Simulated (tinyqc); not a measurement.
Worked calculation: density of states of one tight-binding band of a chain. Values are carried at full precision from step to step, so a last printed digit may differ when a step is redone from the rounded ones.

E(k) = -2 t cos(2 pi k) - 2 t2 cos(4 pi k); k in fractions of the reciprocal vectors, mesh k_i = j/N with j = 0 .. N-1. Densities are per cell and per spin, so the band holds one state.

Inputs chosen for the exercise:
```
symbol  value   unit  meaning
t       0.46    eV    nearest hopping
t2      0.03    eV    second hopping
N       12            mesh points along each axis
bins    6             bins of the histogram
E_lo    -1.013  eV    lower end of the histogram
E_hi    0.917   eV    upper end
E       0.23    eV    energy at which the density is wanted
sigma   0.138   eV    Gaussian width
```

## Energies on the mesh

Evaluate the band at all 12 points and collect equal values.

Distinct energies:
```
E_k (eV)  points
-0.9800        1
-0.8267        2
-0.4300        2
0.0600         2
0.4900         2
0.7667         2
0.8600         1
```

The 12 points give 7 distinct energies between -0.9800 and 0.8600 eV; a dense mesh gives a band from -0.980 to 0.860 eV.

## Histogram

Count the points in equal bins from E_lo to E_hi; g = count/(all points x bin width).

Histogram:
```
from (eV)  to (eV)  points  g (1/eV)
-1.0130    -0.6913       3    0.7772
-0.6913    -0.3697       2    0.5181
-0.3697    -0.0480       0    0.0000
-0.0480     0.2737       2    0.5181
0.2737      0.5953       2    0.5181
0.5953      0.9170       3    0.7772
```

Empty bins: 1 of 6; the fullest holds 3 points. Empty bins inside the band come from the coarse mesh, not from gaps.

## Gaussian broadening at one energy

Gaussian broadening: g(E) = mean over the mesh of exp(-(E - E_k)^2/(2 sigma^2))/(sigma sqrt(2 pi)), n(E) = mean of erfc((E_k - E)/(sigma sqrt 2))/2.

Sum over the distinct energies with their counts.

n(E) = 0.5701
g(E) = 0.3075 1/eV

## Sum over all linear segments

Each interval of the mesh is a segment with E linear in k: n = (E - e1)/(e2 - e1), g = 1/(e2 - e1) between its end values.

Average n and g over all pieces of the mesh. The reference uses the same method with N = 4000.

n(E) = 0.5659
g(E) = 0.3876 1/eV
reference n(E) = 0.561
reference g(E) = 0.371 1/eV

On this mesh the linear method errs by +0.017 1/eV in g and +0.005 in n; the Gaussian sum erred by -0.063 and +0.009.

## Checks

- States below the top of the band by the linear method against one: both 1.000000.

tinyqc: `OMP_NUM_THREADS=1 python tinyqc.py 1650788 1650789 out.jsonl`; about 0.01 s, one thread, shared Intel(R) Xeon(R) Processor @ 2.30GHz.
